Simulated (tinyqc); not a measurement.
How many bands a k.p model needs: band 5 from Gamma to X: k.p theory built from an empirical-pseudopotential calculation at Gamma.

Empirical pseudopotential on the fcc lattice, atoms at +/- tau, tau = a (1,1,1)/8, no spin-orbit coupling. H(G,G') = c (2 pi/a)^2 |k + G|^2 delta + VS(q) cos(q.tau) + i VA(q) sin(q.tau), q = G - G', c = hbar^2/2m0; k and G in units of 2 pi/a; VS at |q|^2 = 3, 8, 11 and VA at 3, 4, 11, in rydberg, zero elsewhere. The basis is fixed: all 65 G with |G|^2 up to Gcut. Energies are counted from the fourth level at Gamma.

k.p in the lowest n states at Gamma: H_nm = (E_n + c k^2) delta + 2 c k.<n|G|m>, k in 1/angstrom; with all states of the basis it is exact.

Constants: hbar^2/2m0 = 3.80998211 eV angstrom^2; Ry = 13.60569312 eV.

Inputs chosen for the exercise (near those of Ge; shifted at random, so the results belong to these values and not to a real crystal): a = 5.673 angstrom (lattice constant); VS = (-0.234, 0.008, 0.062) Ry (symmetric form factors); VA = (0, 0, 0) Ry (antisymmetric form factors); Gcut = 16 (2 pi/a)^2 (largest |G|^2 of the fixed basis).

Band 5 (counted from below) at k = f (1, 0, 0) 2 pi/a; n ends on whole multiplets.

Energies (eV):
```
f      n = 8  n = 15  n = 27  n = 65 (exact)
0.000  1.217   1.217   1.217           1.217
0.250  3.390   2.770   2.757           2.755
0.375  4.344   2.218   2.191           2.188
0.500  4.934   1.767   1.722           1.715
0.625  5.691   1.456   1.387           1.376
0.750  6.614   1.306   1.205           1.189
0.875  7.703   1.332   1.189           1.167
1.000  8.957   1.493   1.347           1.317
```

Give the missing row, f = 0.125.

Computed row:
```
f      n = 8  n = 15  n = 27  n = 65 (exact)
0.125  2.033   1.988   1.987           1.987
```

With n = 8 the band stays within 0.05 eV of the exact one up to f = 0.125 (error at X: +7.640 eV). With n = 15 the band stays within 0.05 eV of the exact one up to f = 0.375 (error at X: +0.176 eV). With n = 27 the band stays within 0.05 eV of the exact one over the whole line (error at X: +0.030 eV). A smaller basis can only raise a level. The exact band has its minimum on these points at f = 0.875; n = 8 puts it at f = 0.000.

tinyqc: `OMP_NUM_THREADS=1 python tinyqc.py 1080119 1080120 out.jsonl`; about 0.4 s, one thread, shared Intel(R) Xeon(R) Processor @ 2.30GHz.
